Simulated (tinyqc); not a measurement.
# Energy and delay of logic against supply voltage: what changes with what

One expression serves below and above threshold: I(Vg) = Ik [ln(1 + exp((Vg - VT + dd V)/(al nf Vt)))]^al, with I_on = I(V) and I_off = I(0). Gate delay td = kd C V/I_on, clock period LD td. Per gate and cycle the switching energy is act C V^2 and the leakage energy I_off V LD td. No short-circuit current, no variation. Minima are sought above 0.09 V; below a few Vt gates no longer switch and the model has no meaning.

Inputs (values chosen for the exercise); values of the order met in logic technologies: temperature T = 358 K; threshold voltage at zero drain bias VT = 0.37 V; slope factor nf = 1.36; barrier lowering per volt of supply dd = 0.03; specific current of a gate Ik = 2.5 uA; exponent of the current law al = 1.61; load capacitance of a gate C = 0.65 fF; delay factor kd = 1; logic depth LD = 60; activity factor act = 0.1.

Constants: q = 1.602176634e-19 C, kB = 1.380649e-23 J/K, Vt = kB T/q. Results are converted to the units shown.

Each table varies one quantity; the others keep the values above.

## Energy and delay against supply voltage

EDP = energy times td.

Energy and delay against supply voltage:
```
V (V)  I_on (uA)  I_off (nA)  td (ps)  switching (aJ)  leakage (aJ)  energy (aJ)  EDP (fJ ps)
0.19     0.03699      0.4221     3339           2.346         16.07        18.41        61.48
0.3       0.4407      0.4566    442.4           5.850         3.636        9.486        4.197
0.42       3.628      0.4974    75.25           11.47        0.9431        12.41       0.9338
0.53       12.19      0.5380    28.26           18.26        0.4834        18.74       0.5296
0.64       26.12      0.5819    15.92           26.62        0.3558        26.98       0.4296
0.75       44.28      0.6293    11.01           36.56        0.3118        36.87       0.4059
0.86       65.98      0.6807    8.473           48.07        0.2976        48.37       0.4098
0.98       93.23      0.7414    6.833           62.43        0.2979        62.72       0.4286
1.09       121.2      0.8019    5.844           77.23        0.3065        77.53       0.4531
1.2        151.9      0.8673    5.134           93.60        0.3206        93.92       0.4822
```

td falls from 3340 to 5.13 ps; the energy goes from 18.4 through a minimum of 9.49 (at V = 0.3 V among the rows listed) to 93.9 aJ and the EDP goes from 61.5 through a minimum of 0.406 (at V = 0.75 V among the rows listed) to 0.482 fJ ps. The exact minima lie at V = 0.312 V for the energy and 0.779 V for the EDP. Going from 1.2 V to the energy minimum saves a factor of 9.96 in energy and costs a factor of 69.8 in delay. Below the minimum the leakage energy rises faster than the switching energy falls, because the clock period grows so steeply.

## Optimum supplies against the logic depth

Same model as above.

V_min minimises the energy and V_EDP the product of energy and td.

Result of one run:
```
LD  V_min (V)  energy at V_min (aJ)  leakage share (%)  clock at V_min (MHz)  V_EDP (V)  clock at V_EDP (GHz)
80     0.3279                 10.35              32.51                 45.36     0.7811                 1.233
```

What becomes of these results when the logic depth LD is changed from 80 to 20, all else the same?

Result of the changed run:
```
LD  V_min (V)  energy at V_min (aJ)  leakage share (%)  clock at V_min (MHz)  V_EDP (V)  clock at V_EDP (GHz)
20     0.2514                 6.471              36.51                 46.93     0.7754                 4.860
```

The whole series:
```
LD   V_min (V)  energy at V_min (aJ)  leakage share (%)  clock at V_min (MHz)  V_EDP (V)  clock at V_EDP (GHz)
20      0.2514                 6.471              36.51                 46.93     0.7754                 4.860
30      0.2742                 7.472              34.58                 47.58     0.7764                 3.248
50      0.3023                 8.878              33.09                 47.06     0.7783                 1.959
80      0.3279                 10.35              32.51                 45.36     0.7811                 1.233
150     0.3624                 12.71              32.84                 41.45     0.7875                0.6681
```

As LD goes from 20 to 150, V_min rises from 0.251 to 0.362 V, the energy there rises from 6.47 to 12.7 aJ, the clock there goes from 46.9 through a maximum of 47.6 (at LD = 30 among the rows listed) to 41.4 MHz and V_EDP rises from 0.775 to 0.787 V. act and LD enter V_min only through the ratio act/LD.

Computed by the program tinyqc: `OMP_NUM_THREADS=1 python tinyqc.py 2082089 2082090 out.jsonl`, one thread of a shared Intel Xeon 2.30GHz, about 0.01 s for the whole run.
